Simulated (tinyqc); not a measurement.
FinFET, parasitic resistance, capacitance and delay: effect of the fin pitch.

Nf fins under one contact; each has gated perimeter p = 2 Hf + Wf and cross-section A = Hf Wf; contact width Wc = Nf pf, stack height Hs = Hf. Contact length Lc = CPP - Lg - 2 Lsp, shared by two neighbouring gates. Source and drain sides are equal. The formulas are first-order estimates, not field solutions.

Epitaxy sheet resistance Rsh = re/te, transfer length LT = sqrt(rc/Rsh), contact Rc = [sqrt(rc Rsh)/Wc] coth(Lc/(2 LT)); extension of one fin Rx = rx Lsp/A. With N fins: gate Cg = Cinv p N Lg; per side, plate Cp = ks eps0 [Wc (Hs + Hc) - N A]/Lsp, top fringe Cf = (2/pi) ks eps0 Wc ln(1 + Lg/(2 Lsp)), overlap Co = Cinv p N Lov. One fin: I = p Q vx u/(1 + |u|^1.8)^(1/1.8), Q = Cinv n Vt ln(1 + exp((Vg' - VT + dl Vd')/(n Vt))), u = Vd' mu/(vx Lg), Vg' = Vgs - v, Vd' = Vds - 2 v, with the drop on each side v = Rc (sum of I) + Rx I. Ieff = [I(Vgs = Vdd, Vds = Vdd/2) + I(Vdd/2, Vdd)]/2, total currents. With Cs = Cp + Cf + Co, the load of an inverter of two such devices driving an equal one is CL = 2 (Cg + 2 Cs) + 4 Cs + Cw (own drains counted twice for the Miller effect); delay CL Vdd/(2 Ieff).

Inputs (values chosen for the exercise); values close to those of silicon logic devices:
- T = 300 K (temperature)
- Nf = 3 (number of fins)
- Hf = 46 nm (fin height)
- Wf = 6 nm (fin width)
- CPP = 51 nm (contacted gate pitch)
- Lg = 18 nm (gate length)
- Lsp = 8 nm (spacer length)
- ks = 4 (relative permittivity of the spacer)
- Hc = 30 nm (gate height above the channel stack)
- rc = 6e-10 ohm cm^2 (contact resistivity)
- re = 0.00021 ohm cm (resistivity of the source-drain epitaxy)
- te = 25 nm (current-carrying depth of the epitaxy)
- rx = 0.00047 ohm cm (resistivity of the extension)
- Lov = 0.5 nm (gate overlap)
- Cinv = 2.5 uF/cm^2 (inversion capacitance)
- vx = 1.1e7 cm/s (injection velocity)
- mu = 300 cm^2/(V s) (apparent mobility)
- VT = 0.23 V (threshold at zero drain voltage)
- dl = 0.025 V/V (barrier lowering)
- n = 1.14 (subthreshold factor)
- Cw = 0.15 fF (wire load)
- Vdd = 0.8 V (supply voltage)

Constants: q = 1.602176634e-19 C, kB = 1.380649e-23 J/K, eps0 = 8.8541878128e-12 F/m, Vt = kB T/q. Results are converted to the units shown.

The same in every row: Rx/N (ohm) = 45.41.

Result of one run:
```
pf (nm)  Rc (ohm)  Ieff (uA)  CL (aF)  delay (ps)
30          81.06      273.9    669.2      0.9772
```

What becomes of these results when the fin pitch pf is changed from 30 to 26 nm, all else the same?

Result of the changed run:
```
pf (nm)  Rc (ohm)  Ieff (uA)  CL (aF)  delay (ps)
26          93.53      271.0    635.2      0.9375
```

The whole series:
```
pf (nm)  Rc (ohm)  Ieff (uA)  CL (aF)  delay (ps)
18          135.1      261.7    567.4      0.8673
22          110.5      267.1    601.3      0.9003
26          93.53      271.0    635.2      0.9375
30          81.06      273.9    669.2      0.9772
36          67.55      277.1    720.1       1.039
44          55.27      280.0    787.9       1.125
```

As pf goes from 18 to 44 nm, Ieff rises from 262 to 280 uA, CL rises from 567 to 788 aF and the delay rises from 0.867 to 1.13 ps.

tinyqc, about 0.04 s, one thread, Intel Xeon 2.30GHz (shared host): `OMP_NUM_THREADS=1 python tinyqc.py 2170110 2170111 out.jsonl`
